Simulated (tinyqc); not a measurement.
Dose and depth of a threshold implant.

Problem. A sheet of D acceptors per cm^2 lies at depth xi inside the depleted layer of a body doped Na. In the depletion approximation VT = Vfb + f2 + q D/Cox + gamma sqrt(f2 + Vsb - q D xi/(eps0 eps_r)), gamma = sqrt(2 eps0 eps_r q Na)/Cox, Cox = eps0 eox/tox. Find gamma, D and xi.

Values chosen for this exercise; band and dielectric values close to those of 4H silicon carbide:
- eps_r = 9.84 (relative permittivity)
- Na = 5.1e17 cm^-3 (acceptor density deep in the body)
- eox = 7.7 (relative permittivity of the gate insulator (close to silicon nitride))
- tox = 8.3 nm (insulator thickness)
- Vfb = -0.31 V (flat-band voltage)
- f2 = 3.059 V (band bending 2 phiF at threshold)

Constants: q = 1.602176634e-19 C, eps0 = 8.8541878128e-14 F/cm where lengths are in cm. Results are converted to the units shown.

VT against the source at Vsb = 0 and 2.6 V (V): [3.6731180, 3.9754054]

Solution. With y^2 = f2 - q D xi/(eps0 eps_r) and d the difference of the thresholds over gamma, sqrt(y^2 + Vsb) - y = d gives y = (Vsb - d^2)/(2 d). The first threshold then gives D, and y^2 gives xi.

gamma = 0.459 V^0.5
D = 8.60e11 cm^-2
xi = 22.0 nm

Computed by the program tinyqc: `OMP_NUM_THREADS=1 python tinyqc.py 2080131 2080132 out.jsonl`, one thread of a shared Intel Xeon 2.30GHz, about 1 s for the whole run.
